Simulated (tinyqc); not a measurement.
Inside a calculation. Model: epitaxial growth on a vicinal surface: Burton-Cabrera-Frank step flow, step-edge barrier and island nucleation. Computed by tinyqc, a small Python program that keeps every step. Command: `OMP_NUM_THREADS=1 python tinyqc.py 3027295 3027296 out.jsonl stepflow walk`. One thread of a shared host (Intel(R) Xeon(R) Processor @ 2.30GHz), about 0.01 s of CPU time with the checks. Intermediate numbers are printed to about 6 digits and carried at full precision; extremes and crossings named in words are read from the listed rows.

Adatoms land at rate F, hop on a square grid (a simplification for hexagonal faces), desorb, or join steps. Lengths are in units of a and n is the adatom coverage. Steps ascend at x = 0 and descend at x = l.

Inputs (values chosen for the exercise, close to those used for Ge(001)):

| quantity | value | unit |
|---|---|---|
| site spacing a | 4 | angstrom |
| step height h | 1.41 | angstrom |
| diffusion barrier E_d | 0.654 | eV |
| desorption energy E_a | 2.67 | eV |
| adatom formation energy E_f | 1.15 | eV |
| step-edge barrier E_s | 0 | eV |
| attempt frequency nu | 1 | THz |
| deposition rate F | 4.5 | layers/s |
| miscut angle | 0.1 | degrees |
| temperature T | 600 | C |
| critical nucleus size i | 2 | - |
| binding energy of the critical nucleus E_i | 0.51 | eV |

Constants: k_B = 8.617333262e-05 eV/K.

## Scales

D = nu exp(-E_d/(k_B T)) (a^2/s, nu counted per direction); tau = exp(E_a/(k_B T))/nu; x_s = sqrt(D tau); n_eq = exp(-E_f/(k_B T)); terrace width l = h/(a tan(miscut)); Schwoebel length l_s = exp(E_s/(k_B T)) - 1. Temperatures in kelvin are T(C) + 273.15.

D = 1.67936e+08 a^2/s

lifetime tau = 2576.95 s

diffusion length x_s = 657848 a

equilibrium coverage n_eq = 2.30281e-07

terrace width l = 201.967 a

Schwoebel length l_s = 0 a

l/x_s = 3.07e-4: nearly every adatom reaches a step.

## Terrace solution

D n'' - n/tau + F = 0 with n(0) = n_eq and -l_s n'(l) = n(l) - n_eq. With u = n - F tau, A = n_eq - F tau, y = l/x_s, s = l_s/x_s: u = A cosh(x/x_s) + B sinh(x/x_s), B = A (1 - cosh y - s sinh y)/(sinh y + s cosh y). Flux into the ascending step J+ = D B/x_s, over the descending one J- = -(D/x_s)(A sinh y + B cosh y); step velocity J+ + J-; growth rate (J+ + J-)/l. For small y: J+ + J- = (F - n_eq/tau) l, J-/J+ = l/(l + 2 l_s). The coverage peaks where n' = 0, tanh(x/x_s) = -B/A.

J+ = 454.427 atoms per step site and s

J- = 454.427 atoms per step site and s

growth rate = 4.50000 layers/s

peak coverage = 1.36859e-04

position of the peak = 100.984 a

7.9e-7 % of the flux desorbs; even closely spaced steps lose n_eq/tau, 2.0e-9 % of F. The ascending step takes 50.0 %, half, as there is no barrier. Caution: twice the distance from the ascending step to the coverage peak exceeds the expected island spacing [0.25 (F/D)^(i/(i+2)) exp(E_i/((i+2) k_B T))]^(-1/2) by 40 % or more, so islands nucleate and the step-flow values are formal.

## Step flow or islands

Island density on a flat surface without desorption: N = 0.25 (F/D)^(i/(i+2)) exp(E_i/((i+2) k_B T)) per site, with E_i = 0 for i = 1; spacing l_n = N^(-1/2). Step flow needs an effective width l_eff = 2 x(peak) below l_n.

island density N on a flat surface = 2.22791e-04 per site

island spacing l_n = 66.9964 a

ratio l_eff/l_n = 3.01460

Islands nucleate on the terraces, and a step-flow solution would overstate the coverage. Caution: the prefactor 0.25 and the criterion are estimates, good to a factor of about two in length.

## Growth mode over temperature

x(peak) solves tanh(x/x_s) = -B/A. Rows where evaporation outweighs deposition are left out.

Scales:

| T (C) | x_s (a) | l_s (a) | incorporated share | l_n (a) | l_eff/l_n |
|---|---|---|---|---|---|
| 400 | 3.52170e+07 | 0 | 1.00000 | 27.311 | 7.39508 |
| 450 | 1.05914e+07 | 0 | 1.00000 | 35.808 | 5.64034 |
| 500 | 3.72090e+06 | 0 | 1.00000 | 45.331 | 4.45537 |
| 550 | 1.48433e+06 | 0 | 1.00000 | 55.767 | 3.62163 |
| 600 | 6.57848e+05 | 0 | 1.00000 | 66.996 | 3.01460 |
| 650 | 3.18421e+05 | 0 | 1.00000 | 78.903 | 2.55969 |
| 700 | 1.66058e+05 | 0 | 1.00000 | 91.377 | 2.21026 |
| 750 | 9.22897e+04 | 0 | 1.00000 | 104.316 | 1.93611 |
| 800 | 5.41773e+04 | 0 | 1.00000 | 117.626 | 1.71703 |

The ratio stays above 1: islands in every row. Incorporation goes from 100.0 % to 100.0 %.

Checks made by the program: growth rate against F minus desorption, from a numerical solution (relative difference below 1e-10).
